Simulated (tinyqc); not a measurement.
Worked calculation: Born-Oppenheimer dynamics on the unrestricted B3LYP (VWN-RPA form)/sto-3g surface (energies and gradients from PySCF), for H4+, spin multiplicity 2. Computed by tinyqc, a small Python program that keeps every step (integrals from PySCF). Settings: charge = 1, multiplicity = 2, basis = sto-3g, functional = b3lyp, time step (fs) = 0.5, steps = 16. Command: `OMP_NUM_THREADS=1 python tinyqc.py 20753 20754 out.jsonl` (the two numbers bound the seeds that draw the settings). One thread of a shared host (Intel(R) Xeon(R) Processor @ 2.60GHz), about 20 s of CPU time with the checks.

## Velocity Verlet step 1

positions (bohr):
```
            x          y         z
1H   0.018897  -0.166296  0.011338
2H  -0.122832   0.069920  1.814137
3H   0.009449  -0.066140  3.433632
4H   0.045353  -0.041574  5.143835
```

velocities (bohr per atomic time unit):
```
               x             y             z
1H   0.000054000  -0.000204250  -0.000031000
2H  -0.000196000   0.000213750   0.000250000
3H   0.000039000  -0.000025250  -0.000168000
4H   0.000103000   0.000015750  -0.000051000
```

gradient (hartree/bohr):
```
              x            y            z
1H   0.00078822  -0.00106781  -0.00233744
2H   0.00235045  -0.00200554   0.04599017
3H  -0.00318813   0.00343906  -0.03491404
4H   0.00004947  -0.00036572  -0.00873868
```

masses (electron masses): 1H 1837.152588, 2H 1837.152588, 3H 1837.152588, 4H 1837.152588

gradient after step 1 (hartree/bohr):
```
              x            y            z
1H   0.00083504  -0.00113612  -0.00255319
2H   0.00240007  -0.00202902   0.04581484
3H  -0.00328723   0.00354532  -0.03452426
4H   0.00005212  -0.00038018  -0.00873738
```

dt = 0.5 fs = 20.6707 atomic units; x' = x + v dt - g dt^2 / (2m); after the new gradient g', v' = v - (g + g') dt / (2m).

positions after step 1 (bohr):
```
            x          y         z
1H   0.019922  -0.170394  0.010969
2H  -0.127157   0.074571  1.813957
3H   0.010626  -0.067062  3.434220
4H   0.047477  -0.041206  5.143797
```

velocities after step 1 (bohr per atomic time unit):
```
               x             y             z
1H   0.000044868  -0.000191851  -0.000003487
2H  -0.000222725   0.000236447  -0.000266471
3H   0.000075429  -0.000064542   0.000222642
4H   0.000102429   0.000019946   0.000047316
```

## Velocity Verlet step 2

gradient after step 2 (hartree/bohr):
```
              x            y            z
1H   0.00079373  -0.00106588  -0.00196101
2H   0.00224170  -0.00189582   0.04127289
3H  -0.00307495   0.00336923  -0.02991623
4H   0.00003953  -0.00040755  -0.00939563
```

As before.

positions after step 2 (bohr):
```
            x          y         z
1H   0.020752  -0.174227  0.011194
2H  -0.132040   0.079695  1.803121
3H   0.012567  -0.068809  3.442837
4H   0.049588  -0.040749  5.145791
```

velocities after step 2 (bohr per atomic time unit):
```
               x             y             z
1H   0.000035705  -0.000179463   0.000021909
2H  -0.000248839   0.000258528  -0.000756404
3H   0.000111221  -0.000103442   0.000585167
4H   0.000101913   0.000024378   0.000149327
```

## Energy conservation

The total energy should stay constant up to terms of order dt^2; the step counts as short enough if it moves by less than 2 % of the largest kinetic energy.

Trajectory:
```
time (fs)  1H-2H (angstrom)  potential (hartree)  kinetic (hartree)  total (hartree)
0.000000           0.965073          -1.82113783         0.00021682      -1.82092101
0.500000           0.966006          -1.82118665         0.00026446      -1.82092218
1.000000           0.961127          -1.82198312         0.00104133      -1.82094179
1.500000           0.951079          -1.82322495         0.00225663      -1.82096832
2.000000           0.937020          -1.82449351         0.00350445      -1.82098906
2.500000           0.920460          -1.82544732         0.00445000      -1.82099732
3.000000           0.903096          -1.82593259         0.00493950      -1.82099310
3.500000           0.886671          -1.82599133         0.00501067      -1.82098067
4.000000           0.872820          -1.82579846         0.00483220      -1.82096626
4.500000           0.862910          -1.82556477         0.00460874      -1.82095603
5.000000           0.857872          -1.82544060         0.00448684      -1.82095376
5.500000           0.858073          -1.82545643         0.00449725      -1.82095918
6.000000           0.863277          -1.82552559         0.00455729      -1.82096830
6.500000           0.872708          -1.82550341         0.00452746      -1.82097595
7.000000           0.885208          -1.82526541         0.00428682      -1.82097859
7.500000           0.899430          -1.82476248         0.00378691      -1.82097557
8.000000           0.914014          -1.82403354         0.00306511      -1.82096843
```

The total energy moves within 7.6e-05 hartree, under 2 % of the largest kinetic energy.
